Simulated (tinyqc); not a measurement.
Six-band hole subbands of a thin body in a field, step by step. Values are carried at full precision from step to step, so a last printed digit may differ when a step is redone from the rounded ones.

Constants: hbar^2/2m0 = 3.80998211 eV angstrom^2.

Inputs chosen for the exercise (near those of a p-type Si channel; the results hold for these values, not for the real material):
```
symbol  value                 unit        meaning
S       (7.76, -2.18, 12.69)  1/TPa       compliances s11, s12, s44
sx      1                     GPa         stress along the channel [1-10], negative in compression
b       -2.11                 eV          tetragonal potential
d       -4.82                 eV          trigonal potential
g1      4.29                              Luttinger gamma1
g2      0.34                              gamma2
g3      1.44                              gamma3
face    110                               surface
Dso     0.044                 eV          spin-orbit splitting
t       70                    angstrom    body thickness
F       0.8                   MV/cm       field across the body
kmax    0.08                  1/angstrom  end of the path
```

## Strain and its block

exx = eyy = (s11 + s12) sx/2, ezz = s12 sx, exy = -s44 sx/4 (1 GPa/TPa = 1e-3). With e0 the traceless part, B_XX = 2b e0xx - b (e0yy + e0zz) and B_XY = sqrt(3) d exy.

strain:
```
           x          y          z
x   0.002790  -0.003172          0
y  -0.003172   0.002790          0
z          0          0  -0.002180
```

B (eV):
```
          X         Y        Z
X  -0.01049   0.02649        0
Y   0.02649  -0.01049        0
Z         0         0  0.02097
```

## Confinement masses without spin-orbit coupling

C(n n^T)/c has C_XX = (g1 + 4 g2) nx^2 + (g1 - 2 g2)(ny^2 + nz^2) and C_XY = 6 g3 nx ny, n the unit normal; its eigenvalues are the inverse masses along n.

C(n n^T)/c:
```
        X       Y       Z
X  4.6300  4.3200       0
Y  4.3200  4.6300       0
Z       0       0  3.6100
```

masses (m0): 3.2258  0.2770  0.1117

The heaviest mass, 3.23, comes from a near cancellation among the gammas, so a few per cent in them move it strongly.

## The matrix for one sine at q = 0

Basis X, Y, Z times spin, hole energies counted downwards from the unstrained edge (the hydrostatic shift is left out), c = hbar^2/2m0. For a symmetric tensor T let C(T) have C_XX = L Txx + M (Tyy + Tzz), C_XY = N Txy (cyclic), L = c (g1 + 4 g2), M = c (g1 - 2 g2), N = 6 c g3. k = q + kz n, n the unit normal, q = k1 u + k2 v with u along the channel [1-10] and v = n x u. H = C(k k^T) + (Dso/3)(1 - L.sigma) - B + e F z with (L_k)_ij = -i epsilon_kij; B is the block C built from the traceless strain with 2b, -b and sqrt(3) d in place of L, M, N. Strain: exx = eyy = (s11 + s12) sx/2, ezz = s12 sx, exy = -s44 sx/4. Hard walls at z = 0 and t; basis sin(j pi z/t), j = 1 to Nz: kz^2 = (j pi/t)^2, kz = -i D with D_jl = 4 j l/(t (j^2 - l^2)), z_jj = t/2 and z_jl = -8 t j l/(pi (j^2 - l^2))^2 for j + l odd; 1 MV/cm = 0.01 eV/angstrom.

Nz = 1, in meV.

H (meV):
```
             X+           Y+      Z+           X-           Y-      Z-
X+       340.68  6.67+14.67i       0            0            0  -14.67
Y+  6.67-14.67i       340.68       0            0            0  14.67i
Z+            0            0  301.40        14.67      -14.67i       0
X-            0            0   14.67       340.68  6.67-14.67i       0
Y-            0            0  14.67i  6.67+14.67i       340.68       0
Z-       -14.67      -14.67i       0            0            0  301.40
```

## Its levels

Diagonalise; the levels come in pairs. Give each pair and its weights on X, Y, Z, summed over spin and averaged over the pair.

levels (meV): 294.20  325.10  363.47

weights:
```
   pair 1  pair 2  pair 3
X   0.056   0.493   0.451
Y   0.056   0.493   0.451
Z   0.888   0.014   0.098
```

## More sines

The four lowest pairs at q = 0.

Hole energies (meV):
```
Nz  pair 1  pair 2  pair 3  pair 4
1   294.20  325.10  363.47       -
2   220.69  243.42  312.13  429.38
4   168.44  217.65  284.90  310.89
8   149.13  212.59  230.38  291.06
16  148.38  211.72  227.63  282.36
```

One sine is 145.81 meV off in the top subband, since the field mixes the sines. The second pair lies 63.3 meV deeper.

## Dispersion of the top subband

Nz = 14; the two lowest levels (spin-split where the field breaks inversion), in meV from their value at q = 0.

Energies (meV):
```
|q| (1/angstrom)     u a     u b    v a    v b
0.020              12.43   13.56   5.45   5.51
0.040              49.98   52.30  21.80  21.98
0.060             104.35  107.14  48.95  49.38
0.080             139.36  140.14  86.50  87.58
```

From the mean of each pair in the first row, c q^2/E gives 0.12 m0 along u and 0.28 m0 along v. The largest distance between a and b in the table is 2.79 meV. These masses hold for the first row only: the band bends further out.

## Checks

- Top level at q = 0 on (001) without field and stress against c (g1 - 2 g2)(pi/t)^2, eV: both 0.02770.
- Hermiticity, and E(q) against E(-q): they agree to 1e-10 or better.

Computed by tinyqc, a small Python program: `OMP_NUM_THREADS=1 python tinyqc.py 1252356 1252357 out.jsonl` (the numbers bound the seed that draws the inputs); one thread of a shared host (Intel(R) Xeon(R) Processor @ 2.30GHz), about 0.4 s for the whole set of steps.
